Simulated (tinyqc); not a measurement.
# Read current of a NAND string, cells in series solved by shooting: two studies

Cells in series, numbered from 0 at the source line (0 V) to the bit line, each followed by a gap resistance Rg. A cell with gate Vg, threshold VT, source Vs and drain Vd passes I = 2 nf K Vt^2 [F(Vs) - F(Vd)]/(1 + th max(Vg - VT, 0)), F(V) = ln^2(1 + exp((Vg - VT - nf V)/(2 nf Vt))). The selected cell has Vg = Vr, the others Vg = Vp.

Parameters, values chosen for the exercise; values of the order met in vertical NAND strings:
- T = 300 K (temperature)
- K = 24 uA/V^2 (gain factor of a cell)
- nf = 1.7 (slope factor)
- th = 0.11 1/V (mobility reduction factor)
- Rg = 15 kohm (resistance of the gap between cells)
- Vbl = 0.5 V (bit-line voltage)
- Vp = 6.2 V (pass voltage)
- Ve = -1.1 V (threshold of an erased cell)
- Vh = 4.1 V (threshold of the highest state)
- Vx = 2.9 V (threshold of the selected cell)
- Is = 10 nA (sensing current)
- Vr = 4.87 V (read voltage on the selected word line)

Constants: q = 1.602176634e-19 C, kB = 1.380649e-23 J/K, Vt = kB T/q. Results are converted to the units shown.

Each table varies one quantity; the others keep the values above.

## Read current against the number of cells

For a trial current I start at 0 V and, cell by cell, solve for the drain: sqrt(F(Vd)) = sqrt(F(Vs) - I/k), k = 2 nf K Vt^2/(1 + th max(Vg - VT, 0)), Vd = [Vg - VT - 2 nf Vt ln(exp(sqrt F) - 1)]/nf, then add I Rg. The string current is the I for which the last node reaches Vbl. The apparent threshold is the Vr at which I = Is. Background: all other cells erased (VT = Ve) or all in the highest state (VT = Vh); ratio and shift are high over erased and high minus erased. The selected cell is in the middle, cell n/2.

Read current against the number of cells:

| n | I, others erased (uA) | I, others high (uA) | ratio | apparent VT, erased (V) | apparent VT, high (V) | background shift (mV) |
|---|---|---|---|---|---|---|
| 8 | 2.181 | 1.365 | 0.6259 | 2.847 | 2.848 | 0.9620 |
| 16 | 1.145 | 0.6821 | 0.5956 | 2.848 | 2.850 | 1.926 |
| 32 | 0.5872 | 0.3410 | 0.5806 | 2.852 | 2.856 | 3.860 |
| 64 | 0.2974 | 0.1705 | 0.5732 | 2.859 | 2.866 | 7.751 |
| 96 | 0.1991 | 0.1136 | 0.5707 | 2.866 | 2.877 | 11.67 |
| 128 | 0.1496 | 0.08522 | 0.5695 | 2.872 | 2.888 | 15.63 |
| 192 | 0.09998 | 0.05681 | 0.5682 | 2.886 | 2.910 | 23.70 |

With erased neighbours the current falls from 2.18 to 0.100 uA, as n^(-0.93) between the first two rows and n^(-0.99) between the last two (-1 once the series resistance rules). The ratio falls from 0.626 to 0.568 and the background shift rises from 0.962 to 23.7 mV.

## Effect of the read voltage on the selected word line

Same model as above.

The string has 32 cells and the selected one is cell 16.

The same in every row: apparent VT, erased (V) = 2.852; apparent VT, high (V) = 2.856; background shift (mV) = 3.860.

Results:

| Vr (V) | I, others erased (uA) | I, others high (uA) | ratio |
|---|---|---|---|
| 2.6 | 5.723e-5 | 5.720e-5 | 0.9995 |
| 3 | 0.06194 | 0.05148 | 0.8311 |
| 3.4 | 0.3825 | 0.2666 | 0.6971 |
| 3.8 | 0.5463 | 0.3275 | 0.5996 |
| 4.2 | 0.5727 | 0.3362 | 0.5870 |
| 4.6 | 0.5832 | 0.3396 | 0.5824 |
| 5.4 | 0.5923 | 0.3426 | 0.5785 |

Estimate the missing row, Vr = 5 V.

Computed row:

| Vr (V) | I, others erased (uA) | I, others high (uA) | ratio |
|---|---|---|---|
| 5 | 0.5888 | 0.3415 | 0.5800 |

With this row back in the table: As Vr goes from 2.6 to 5.4 V, the current with erased neighbours rises from 5.72e-5 to 0.592 uA, that with high neighbours rises from 5.72e-5 to 0.343 uA and the ratio falls from 1.00 to 0.578. The apparent thresholds do not depend on Vr.

Program tinyqc, `OMP_NUM_THREADS=1 python tinyqc.py 2142060 2142061 out.jsonl`; Intel Xeon 2.30GHz, shared host, one thread, about 0.5 s.
